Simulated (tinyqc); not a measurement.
# Trench capacitor in an array: capacitance, non-linearity, leakage and relaxation: several studies

A film between two metal electrodes, each interface adding a series capacitance ci. The small-signal permittivity is ek (1 + aq E^2); the field is found with the linear permittivity. Leakage J = J0 sinh(E/Ef). After a voltage step the film passes a relaxation current kr C V tt^(-nr), tt being the time in seconds. The sidewall is a coaxial capacitor with radii a = dm/2 - t and b = dm/2, depth AR dm; the end face is left out.

Inputs (values chosen for the exercise); permittivity of the order of that of silicon nitride:
```
symbol,value,unit,meaning
ek,6.97,,relative permittivity of the film
t,20,nm,film thickness
ci,1000,uF/cm^2,capacitance of each electrode interface (dead layer and screening)
aq,0.0029,cm^2/MV^2,quadratic field coefficient of the permittivity
V,1.9,V,bias
nr,0.974,,exponent of the relaxation current
kr,0.0014,,strength of the relaxation
J0,4.2e-11,A/cm^2,leakage prefactor
Ef,0.26,MV/cm,field for an e-fold rise of the leakage
dm,160,nm,diameter of the hole
AR,10,,"aspect ratio, depth over diameter"
pt,300,nm,pitch of the square array
rho,290,uohm cm,resistivity of the inner electrode
t0,2e-8,s,duration of the write pulse
```

Constants: eps0 = 8.8541878128e-14 F/cm where lengths are in cm. Results are converted to the units shown.

Each table varies one quantity; the others keep the values above.

## Capacitance, non-linearity and leakage against thickness

Planar film: Cf = eps0 ek/t, 1/C = 1/Cf + 2/ci, EOT = 3.9 eps0/C, effective permittivity C t/eps0, E = (V/t) C/Cf; quadratic coefficient [C(V)/C - 1]/V^2 with Cf (1 + aq E^2) in C(V).

Result of one run:

| t (nm) | C (uF/cm^2) | EOT (nm) | effective permittivity | E (MV/cm) | quadratic coefficient (ppm/V^2) | J (A/cm^2) |
|---|---|---|---|---|---|---|
| 12 | 0.5138 | 6.721 | 6.963 | 1.582 | 2008 | 9.210e-9 |

What becomes of these results when the film thickness t is changed from 12 to 60 nm, all else the same?

Result of the changed run:

| t (nm) | C (uF/cm^2) | EOT (nm) | effective permittivity | E (MV/cm) | quadratic coefficient (ppm/V^2) | J (A/cm^2) |
|---|---|---|---|---|---|---|
| 60 | 0.1028 | 33.58 | 6.969 | 0.3166 | 80.51 | 6.475e-11 |

The whole series:

| t (nm) | C (uF/cm^2) | EOT (nm) | effective permittivity | E (MV/cm) | quadratic coefficient (ppm/V^2) | J (A/cm^2) |
|---|---|---|---|---|---|---|
| 2.5 | 2.456 | 1.406 | 6.936 | 7.563 | 4.568e4 | 90.08 |
| 3.7 | 1.662 | 2.077 | 6.947 | 5.118 | 2.097e4 | 0.007434 |
| 5.5 | 1.120 | 3.084 | 6.954 | 3.447 | 9522 | 1.201e-5 |
| 8.2 | 0.7515 | 4.595 | 6.960 | 2.314 | 4293 | 1.537e-7 |
| 12 | 0.5138 | 6.721 | 6.963 | 1.582 | 2008 | 9.210e-9 |
| 18 | 0.3426 | 10.08 | 6.965 | 1.055 | 893.2 | 1.214e-9 |
| 27 | 0.2285 | 15.11 | 6.967 | 0.7034 | 397.3 | 3.127e-10 |
| 40 | 0.1542 | 22.39 | 6.968 | 0.4749 | 181.1 | 1.271e-10 |
| 60 | 0.1028 | 33.58 | 6.969 | 0.3166 | 80.51 | 6.475e-11 |

C falls from 2.46 to 0.103 uF/cm^2 while the effective permittivity goes from 6.94 to 6.97 (ek = 6.97). EOT is a straight line in t with slope 3.9/ek = 0.560 and intercept 0.00691 nm. The quadratic coefficient goes as t^(-1.99) between the first two rows and t^(-2.00) between the last two (-2 without interfaces), and J falls by 12.1 decades. For t = 2.5, 3.7 direct tunnelling, left out, would add to the leakage.

## Cell against the film thickness

Per length 1/c = ln(b/a)/(2 pi eps0 ek) + (1/a + 1/b)/(2 pi ci); cell capacitance c AR dm; per footprint over pt^2; fields c V/(2 pi eps0 ek r) at r = a and b; resistance of the inner electrode rho AR dm/(pi a^2); time constant R C/3 of the distributed line.

Cell against the film thickness:

| t (nm) | cell capacitance (fF) | per footprint (uF/cm^2) | field at a (MV/cm) | field at b (MV/cm) | R (kohm) | R C/3 (ps) |
|---|---|---|---|---|---|---|
| 6.7 | 7.080 | 7.867 | 2.958 | 2.710 | 0.2749 | 0.6488 |
| 9 | 5.191 | 5.768 | 2.239 | 1.987 | 0.2930 | 0.5070 |
| 12 | 3.814 | 4.237 | 1.717 | 1.460 | 0.3194 | 0.4060 |
| 16 | 2.778 | 3.087 | 1.329 | 1.064 | 0.3606 | 0.3339 |
| 22 | 1.928 | 2.142 | 1.018 | 0.7381 | 0.4390 | 0.2822 |
| 30 | 1.319 | 1.466 | 0.8082 | 0.5051 | 0.5908 | 0.2598 |
| 40 | 0.8948 | 0.9942 | 0.6851 | 0.3425 | 0.9231 | 0.2753 |

Read the table: what changes, and by how much?

As t goes from 6.7 to 40, the cell capacitance falls from 7.08 to 0.895 fF, the capacitance per footprint falls from 7.87 to 0.994 uF/cm^2, the ratio of the two fields rises from 1.09 to 2.00 and R C/3 goes from 0.649 through a minimum of 0.260 (at t = 30 among the rows listed) to 0.275 ps; the time constant goes as t^(-0.84) between the first two rows and t^(0.20) between the last two.

## Charge lost after writing

Planar film: Cf = eps0 ek/t, 1/C = 1/Cf + 2/ci, EOT = 3.9 eps0/C, effective permittivity C t/eps0, E = (V/t) C/Cf. A capacitor written for t0 and then left open loses, as a share of C V, kr (tt^(1 - nr) - t0^(1 - nr))/(1 - nr) by relaxation and J tt/(C V) by leakage; both are taken as small, and rows far outside that range are left out.

The same in every row: leakage current (nA/cm^2) = 0.8087.

Charge lost after writing:

| tt (s) | relaxation current (nA/cm^2) | loss by relaxation (%) | loss by leakage (%) | total loss (%) |
|---|---|---|---|---|
| 1e-6 | 5.728e5 | 0.3636 | 1.380e-7 | 0.3636 |
| 1e-5 | 6.081e4 | 0.5956 | 1.380e-6 | 0.5956 |
| 0.0001 | 6456 | 0.8418 | 1.380e-5 | 0.8418 |
| 0.001 | 685.4 | 1.103 | 1.380e-4 | 1.103 |
| 0.01 | 72.77 | 1.381 | 0.001380 | 1.382 |
| 0.1 | 7.726 | 1.676 | 0.01380 | 1.689 |
| 1 | 0.8203 | 1.989 | 0.1380 | 2.127 |
| 10 | 0.08709 | 2.321 | 1.380 | 3.701 |

The two currents are equal at tt = 1.01 s. The loss by relaxation grows from 0.364 to 2.32 %, by 0.232 points over the first decade and 0.332 over the last, while the loss by leakage grows tenfold a decade. Relaxation is the larger loss in every row.

Numbers from tinyqc (`OMP_NUM_THREADS=1 python tinyqc.py 2102036 2102037 out.jsonl`; about 0.01 s on one thread of a shared Intel Xeon 2.30GHz).
